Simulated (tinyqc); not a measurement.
What moves the zone average: special k points of the fcc lattice.

Lattice vectors in units of a: a1 = (0, 1/2, 1/2), a2 = (1/2, 0, 1/2), a3 = (1/2, 1/2, 0); reciprocal vectors b_i with a_i . b_j = 2 pi delta_ij. Mesh: k = sum_i f_i b_i with f_i = (2 j_i + shift)/(2 N), j_i = 0 .. N-1. The point group of the lattice has 48 operations; only those that map the mesh onto itself are used.

A_m(k) = sum over the m-th star of lattice vectors R of cos(k . R), stars in order of length: m = 1: |R|^2 = 0.5, 12 vectors, such as (1, 0, 0) in the basis a_i; m = 2: |R|^2 = 1, 6 vectors, such as (1, 1, -1) in the basis a_i; m = 3: |R|^2 = 1.5, 24 vectors, such as (2, 0, -1) in the basis a_i; m = 4: |R|^2 = 2, 12 vectors, such as (2, 0, 0) in the basis a_i; m = 5: |R|^2 = 2.5, 24 vectors, such as (2, 1, -1) in the basis a_i; m = 6: |R|^2 = 3, 8 vectors, such as (3, -1, -1) in the basis a_i. The zone mean of every A_m is zero.

Test function, the lower band of a two-band insulator: E(k) = -sqrt(D^2 + (e0 - t A_1(k))^2).

Parameters, chosen for this exercise (the lattice of Si, GaAs, Cu and Al; not measured data): D = 2.41 eV (half gap term); t = 0.17 eV (coupling); e0 = 1.19 eV (offset); N = 5 (points along each reciprocal vector); shift = 1 (half steps).

Mean of E over the mesh, and its error against the unshifted mesh with N = 24.

Results for these values:
```
case,mean (eV),error (meV),irreducible points
base,-2.7444,0.00,19
```

What happens to each result for t = 0.221 eV, all else kept?

Answer: mean falls from -2.7444 to -2.7843; error does not change at the printed digits; irreducible points does not change at the printed digits.

The same for each parameter in turn:
```
case,mean (eV),error (meV),irreducible points
base,-2.7444,0.00,19
N = 6,-2.7444,0.00,28
shift = 0,-2.7444,0.00,10
D = 1.687 eV,-2.1313,0.00,19
t = 0.221 eV,-2.7843,0.00,19
```

Computed by tinyqc, a small Python program: `OMP_NUM_THREADS=1 python tinyqc.py 1682346 1682347 out.jsonl` (the numbers bound the seed that draws the inputs); one thread of a shared host (Intel(R) Xeon(R) Processor @ 2.30GHz), about 0.1 s for the whole set of steps.
